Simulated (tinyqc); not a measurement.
# Two-diode model of a solar cell: two studies

J is the current delivered and Vj = V + J Rs the junction voltage. J = X JL - J01 (exp(Vj/(n1 Vt)) - 1) - J02 (exp(Vj/(2 Vt)) - 1) - Vj/Rp. The photocurrent does not depend on voltage.

Parameters, values chosen for the exercise; values of the order met in cells of germanium:
```
symbol   value      unit                                              meaning
T       298.15         K                                          temperature
JL        48.8   mA/cm^2                              photocurrent at one sun
X          0.1      suns                                        concentration
J01     2.1e-6    A/cm^2                saturation current of the first diode
n1           1                             ideality factor of the first diode
Rs           0  ohm cm^2                                    series resistance
Rp        7000  ohm cm^2                                     shunt resistance
Pin        100   mW/cm^2                            incident power at one sun
J02     2.2e-6    A/cm^2  saturation current of the second diode (ideality 2)
```

Constants: q = 1.602176634e-19 C, kB = 1.380649e-23 J/K, Vt = kB T/q. Results are converted to the units shown.

Each table varies one quantity; the others keep the values above.

## Effect of the concentration

Jsc at V = 0, Voc at J = 0, the maximum power point where J (1 + 2 Rs G) = G Vj with G = -dJ/dVj; FF = Vmp Jmp/(Voc Jsc); efficiency Vmp Jmp/(X Pin). Empirical fill factor without parasitics FF0 = (v - ln(v + 0.72))/(v + 1), v = Voc/(n1 Vt).

Result of one run:

| X (suns) | Jsc (mA/cm^2) | Voc (V) | Vmp (V) | Jmp (mA/cm^2) | FF | efficiency (%) | FF0 |
|---|---|---|---|---|---|---|---|
| 0.04 | 1.952 | 0.1744 | 0.1280 | 1.606 | 0.6035 | 5.137 | 0.6128 |

What becomes of these results when the concentration X is changed from 0.04 to 300 suns, all else the same?

Result of the changed run:

| X (suns) | Jsc (mA/cm^2) | Voc (V) | Vmp (V) | Jmp (mA/cm^2) | FF | efficiency (%) | FF0 |
|---|---|---|---|---|---|---|---|
| 300 | 1.464e4 | 0.4048 | 0.3368 | 1.360e4 | 0.7730 | 15.27 | 0.7731 |

The whole series:

| X (suns) | Jsc (mA/cm^2) | Voc (V) | Vmp (V) | Jmp (mA/cm^2) | FF | efficiency (%) | FF0 |
|---|---|---|---|---|---|---|---|
| 0.01 | 0.4880 | 0.1374 | 0.09632 | 0.3750 | 0.5388 | 3.612 | 0.5584 |
| 0.04 | 1.952 | 0.1744 | 0.1280 | 1.606 | 0.6035 | 5.137 | 0.6128 |
| 0.1 | 4.880 | 0.1985 | 0.1489 | 4.133 | 0.6354 | 6.154 | 0.6408 |
| 0.5 | 24.40 | 0.2402 | 0.1859 | 21.38 | 0.6782 | 7.950 | 0.6802 |
| 2 | 97.60 | 0.2760 | 0.2181 | 87.22 | 0.7062 | 9.511 | 0.7071 |
| 6 | 292.8 | 0.3043 | 0.2438 | 264.7 | 0.7246 | 10.76 | 0.7251 |
| 20 | 976.0 | 0.3352 | 0.2722 | 891.6 | 0.7419 | 12.14 | 0.7421 |
| 80 | 3904 | 0.3709 | 0.3052 | 3600 | 0.7589 | 13.74 | 0.7591 |
| 300 | 1.464e4 | 0.4048 | 0.3368 | 1.360e4 | 0.7730 | 15.27 | 0.7731 |

As X goes from 0.01 to 300, Voc rises from 0.137 to 0.405 V, FF rises from 0.539 to 0.773 and the efficiency rises from 3.61 to 15.3 %. Voc gains 59.2 mV a decade at the top and 61.6 mV at the bottom (n1 Vt ln 10 = 59.2 mV). For X = 0.01, 0.04, 0.1, 0.5 v is below 10, outside the range of the formula for FF0.

## Effect of the saturation current of the first diode

Same model as above.

The same in every row: Jsc (mA/cm^2) = 4.880.

Effect of the saturation current of the first diode:

| J01 (A/cm^2) | Voc (V) | Vmp (V) | Jmp (mA/cm^2) | FF | efficiency (%) | FF0 |
|---|---|---|---|---|---|---|
| 2e-8 | 0.3128 | 0.2474 | 4.271 | 0.6924 | 10.57 | 0.7300 |
| 2e-7 | 0.2576 | 0.2004 | 4.257 | 0.6787 | 8.531 | 0.6939 |
| 2e-6 | 0.1997 | 0.1499 | 4.137 | 0.6366 | 6.203 | 0.6422 |
| 2e-5 | 0.1411 | 0.1001 | 3.887 | 0.5654 | 3.892 | 0.5646 |
| 0.0002 | 0.08300 | 0.05392 | 3.437 | 0.4575 | 1.853 | 0.4389 |
| 0.002 | 0.03172 | 0.01805 | 2.839 | 0.3310 | 0.5124 | 0.2526 |

What does the table show?

As J01 goes from 2e-8 to 0.002, Voc falls from 0.313 to 0.0317 V, FF falls from 0.692 to 0.331 and the efficiency falls from 10.6 to 0.512 %. Voc changes by -51.3 mV a decade between the last two rows and -55.2 mV between the first two. For J01 = 2e-6, 2e-5, 0.0002, 0.002 v is below 10, outside the range of the formula for FF0.

Program tinyqc, `OMP_NUM_THREADS=1 python tinyqc.py 2280041 2280042 out.jsonl`; Intel Xeon 2.30GHz, shared host, one thread, about 0.01 s.
